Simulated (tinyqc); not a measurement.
Surface potential of a MOS transistor: implicit equation and explicit approximations: two steps of the calculation.

p-type body, charge-sheet picture, depletion and inversion only, full ionisation (an idealisation for deep acceptors), Boltzmann statistics (rough once Na exp(x - xn) passes about Nc/7). In units of Vt: xg = (Vg - Vfb)/Vt, x = psi/Vt, G = gamma/sqrt(Vt), xn = (2 phiF + Vc)/Vt. The implicit equation is (xg - x)^2 = G^2 [x - 1 + exp(x - xn)] for x above about 3. Cox = eps0 eox/tox.

Question 1. Explicit approximation. Depletion value a = 1 + [sqrt(G^2/4 + xg - 1) - G/2]^2; inversion value b = xn + ln[(xg - xn)^2/G^2 - xn + 1] and first guess y = min(a, b) - ln(1 + exp(-|a - b|)) if a > xn + 1, else b = y = a; one second-order correction with D = exp(y - xn), p = 2 (xg - y) + G^2 (1 + D), w = (xg - y)^2 - G^2 (y - 1 + D): z = y + 2 w/(p + sqrt(p^2 - 2 (2 - G^2 D) w)), or the Newton step z = y + w/p where the root is not real.

G = 5.3626476
xn = 31.524803
xg = 84.712982

Wanted: a; b; y; p; w; z.

Answer 1.

a = 47.963
b = 35.742
y = 35.742
p = 2077.8
w = -552.10
z = 35.431

The root of the implicit equation is x = 35.4368; y misses it by 0.31 and z by -0.0058, in units of Vt.

Question 2. New x. D = exp(x - xn), f = (xg - x)^2 - G^2 (x - 1 + D), f' = -2 (xg - x) - G^2 (1 + D), x(new) = x - f/f'.

x at the start = 35.74
G = 5.3626476
xn = 31.524803
xg = 84.712982

Find: D; f; f'; x after iteration 1.

Answer 2.

D = 67.71
f = -547.8
f' = -2074
x after iteration 1 = 35.48

Program tinyqc, `OMP_NUM_THREADS=1 python tinyqc.py 2122072 2122073 out.jsonl`; Intel Xeon 2.30GHz, shared host, one thread, about 0.01 s.
